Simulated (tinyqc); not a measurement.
The integration grid: Kohn-Sham M06L on finer and finer grids in the sto-6g basis, for BeH2, spin multiplicity 1. Computed by the program tinyqc with PySCF. Command: `OMP_NUM_THREADS=1 python tinyqc.py 114564 114565 out.jsonl`; one thread of a shared host (Intel(R) Xeon(R) Processor @ 2.60GHz), about 6 s.

Geometry (angstrom):
```
atom,x,y,z
Be,0.0000,0.0000,0.0000
H,0.0000,1.3070,0.0000
H,0.0000,-1.3070,0.0000
```

Self-consistent on each grid; the net force on the molecule should vanish.

Kohn-Sham energy on Becke grids (radial x angular points per atom):
```
grid,points,residual of the electron count,E (hartree),E - finest (mhartree),largest net force without grid terms (hartree/bohr)
10 x 14,406,-3.25e-02,-15.87278,2.07443,9.75e-15
15 x 26,1150,1.61e-02,-15.86291,11.94280,3.19e-15
20 x 50,2972,7.56e-05,-15.87715,-2.29610,1.56e-15
30 x 86,7698,8.72e-05,-15.87486,-0.01129,1.21e-15
50 x 194,29030,2.44e-07,-15.87480,0.04724,1.31e-15
75 x 302,67814,-5.35e-08,-15.87485,-0.00031,1.10e-15
120 x 590,212042,-1.55e-09,-15.87485,0.00000,8.56e-16
```

The energy is within 0.1 mhartree of the finest grid first at 30 x 86. The error has both signs, since quadrature is not variational. The net force vanishes by symmetry here, so only the electron count signals a poor grid.
